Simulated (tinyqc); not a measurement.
Trap density from one capacitance.

Inverse problem. Traps spread evenly through the insulator exchange electrons with the semiconductor by tunnelling, with tau(x) = t0 exp(2 ka x) at depth x from the interface. The admittance per area Y seen at depth x obeys dY/dx = -Y^2/(i w eps0 eox) + q Nb ln(1 + i w tau)/tau, with Y(0) = i w Cs and w = 2 pi f; the gate sees Y(tox) = G + i w C. Working variable y = Y/(i w), in uF/cm^2. Cox = eps0 eox/tox. Find Nb and G/w.

Inputs (values chosen for the exercise):
- eox = 8.84 (relative permittivity of the insulator)
- tox = 3.9 nm (insulator thickness)
- Cs = 2.6 uF/cm^2 (semiconductor capacitance in accumulation)
- ka = 3.2 1/nm (decay constant of the wave function in the insulator)
- t0 = 1e-9 s (time constant of a trap at the interface)
- f = 100 Hz (frequency)

Constants: q = 1.602176634e-19 C, eps0 = 8.8541878128e-14 F/cm where lengths are in cm. Results are converted to the units shown.

C = 1.1940214 uF/cm^2

Solution. C rises steadily with Nb, so one density matches; in practice ka and t0 must come from the frequency dependence.

Nb = 4.300e18 cm^-3 eV^-1
G/w = 0.01004 uF/cm^2

Numbers from tinyqc (`OMP_NUM_THREADS=1 python tinyqc.py 2202017 2202018 out.jsonl`; about 0.3 s on one thread of a shared Intel Xeon 2.30GHz).
